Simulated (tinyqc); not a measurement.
Changing the unstable fault energy gamma_us: straight dislocations in isotropic elasticity: fields, energies, partials, Peierls stress and walls. Computed by tinyqc, a small Python program. Command: `OMP_NUM_THREADS=1 python tinyqc.py 3030380 3030381 out.jsonl disloc sweep`. One thread of a shared host (Intel(R) Xeon(R) Processor @ 2.30GHz), about 0.01 s of CPU time with the checks.

The line runs along z, the glide plane is y = 0, and beta is the angle between b and the line (0 screw, 90 degrees edge): b_e = b sin(beta) along +x with the extra half plane at y > 0, b_s = b cos(beta). Stress is positive in tension.

Inputs (values chosen for the exercise, for a model fcc or diamond crystal):
```
quantity,value,unit
shear modulus G,55.9,GPa
Poisson ratio nu,0.212,-
Burgers vector b,4.134,angstrom
dislocation density rho,8.6e+12,1/m^2
core radius r0/b,2,-
```

Character: 30-degree.

Constants: 1 eV/angstrom^3 = 160.2176634 GPa.

Method:
- Energy factor K = G [cos^2(beta) + sin^2(beta)/(1 - nu)].
- E = K b^2/(4 pi) ln(R/r0) with R = 1/(2 sqrt(rho)); tension T = E + d^2E/d(beta)^2 = G b^2 [1 + nu - 3 nu sin^2(beta)]/(4 pi (1 - nu)) ln(R/r0). The core energy is taken into r0.
- Misfit energy gamma(u) = (gamma_us/2)(1 - cos(2 pi u/b)), so the largest restoring stress is tau_max = pi gamma_us/b; u(x) = b/2 + (b/pi) arctan(x/zeta), zeta = K b/(4 pi tau_max). Summing the misfit energy over atomic rows a' apart gives, for a wide core, W_P = (K b^2/pi) exp(-2 pi zeta/a') and sigma_P = (K b/a') exp(-2 pi zeta/a'); a' = b/2 for edge and 30-degree lines, b sqrt(3)/2 for screw and 60-degree lines.

One run for each value:
```
unstable fault energy gamma_us (mJ/m^2),half width zeta (angstrom),Peierls stress sigma_P (MPa),Peierls barrier W_P (meV/nm),tau_max (GPa)
640,4.035,5.616e-01,9.534e-02,4.86
1010,2.557,5.023e+01,8.528e+00,7.68
1270,2.034,2.467e+02,4.187e+01,9.65
1600,1.614,8.827e+02,1.498e+02,12.16
2010,1.285,2.401e+03,4.077e+02,15.27
2530,1.021,5.359e+03,9.098e+02,19.23
3180,0.812,1.011e+04,1.716e+03,24.17
4000,0.646,1.676e+04,2.846e+03,30.40
```

Give the missing row, unstable fault energy gamma_us (mJ/m^2) = 805.

Computed row; columns: (1) unstable fault energy gamma_us (mJ/m^2); (2) half width zeta (angstrom); (3) Peierls stress sigma_P (MPa); (4) Peierls barrier W_P (meV/nm); (5) tau_max (GPa):
```
(1)    (2)        (3)        (4)   (5)
805  3.208  6.940e+00  1.178e+00  6.12
```

Interpolating between the two neighbouring rows (the first column on a logarithmic scale, the others too where they are positive) misses most in Peierls barrier W_P (meV/nm), by 23 %. Over the rows, half width zeta (angstrom) falls from 4.04 to 0.646 (exponent d ln y / d ln x about -1.0 throughout); Peierls stress sigma_P (MPa) rises from 0.562 to 16800 (exponent d ln y / d ln x 11 between the first rows and 2.2 between the last); Peierls barrier W_P (meV/nm) rises from 0.0953 to 2850 (exponent d ln y / d ln x 11 between the first rows and 2.2 between the last). The exponent of half width zeta stays at -1: a stiffer glide plane narrows the core. sigma_P spans 4.5 decades while gamma_us changes by a factor 6.2: the width sits in an exponent. Stiff directional bonds give narrow cores and hard crystals.

Caution (rows 2530, 3180, 4000): for a core this narrow higher harmonics of the row sum matter and the wide-core formula is rough.
